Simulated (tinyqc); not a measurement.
AlGaN/GaN HEMT with access regions, lumped model: effect of the share of the drain-access electrons removed by traps.

A polarisation-induced electron sheet under a Schottky gate, in series with two ungated access regions and contacts. Drift law v = mu E/(1 + mu E/vs) under the gate. Currents in mA/mm, resistances in ohm mm. No self-heating, no channel-length modulation; fits for polarisation, barrier and offset are chosen for the exercise.

sigma = (5e13 x + 1.6e13 x^2) cm^-2, phiB = 0.84 + 1.3 x, dEc = 0.7 (1.71 x + x^2) in volts, Cb = eps0 eps_r/d, VT = phiB - dEc - q sigma/Cb, access density n0 = -Cb VT/q. Access resistance R(L, n) = L/(q mu n sqrt(1 - (I/(q n vs))^2)); Rs = Rc + R(Ls, n0), Rd = Rc + R(Ld, (1 - ft) n0). Vg' = Vg - I Rs, Vd' = Vd - I (Rs + Rd); with u = Vg' - VT, Vc = vs Lg/mu and w the smaller of Vd' and Vc [sqrt(1 + 2 u/Vc) - 1] (0 if negative), the channel gives (mu Cb/Lg)(u w - w^2/2)/(1 + w/Vc). I equals that channel current. Isat is I at Vd = 10 V, gm = dIsat/dVg, Ron the limit of Vd/I at small Vd.

Inputs (values chosen for the exercise); values close to those of AlGaN/GaN structures: aluminium share of the barrier x = 0.31; barrier thickness d = 12 nm; relative permittivity of barrier and channel eps_r = 9.1; channel mobility mu = 1300 cm^2/(V s); saturation velocity vs = 1.5e7 cm/s; gate length Lg = 0.5 um; source access length Ls = 1 um; drain access length Ld = 2 um; resistance of each contact Rc = 0.38 ohm mm; gate voltage Vg = -0.5 V.

Constants: q = 1.602176634e-19 C, eps0 = 8.8541878128e-14 F/cm where lengths are in cm. Results are converted to the units shown.

The same in every row: VT (V) = -3.261; n0 (cm^-2) = 1.367e13.

Results:
```
ft   Ron (ohm mm)  Isat (mA/mm)  gm (mS/mm)
0           2.021         977.9       431.4
0.1         2.100         977.9       431.4
0.2         2.197         977.9       431.4
0.3         2.323         977.9       431.4
0.4         2.490         977.9       431.4
0.6         3.076         977.9       431.4
0.7         3.661         948.4       15.30
```

Estimate the missing row, ft = 0.5.

Computed row:
```
ft   Ron (ohm mm)  Isat (mA/mm)  gm (mS/mm)
0.5         2.724         977.9       431.4
```

With this row back in the table: As ft goes from 0 to 0.7, Ron rises from 2.02 to 3.66 ohm mm, Isat falls from 978 to 948 mA/mm and gm falls from 431 to 15.3 mS/mm. The ceiling Cb vs is 1010 mS/mm. In every row the power passes 5 W/mm, where self-heating, left out here, lowers the current. At ft = 0.7 the gated channel is not yet saturated at 10 V, because the access regions take the voltage, and gm drops.

Computed by the program tinyqc: `OMP_NUM_THREADS=1 python tinyqc.py 2570086 2570087 out.jsonl`, one thread of a shared Intel Xeon 2.30GHz, about 0.02 s for the whole run.
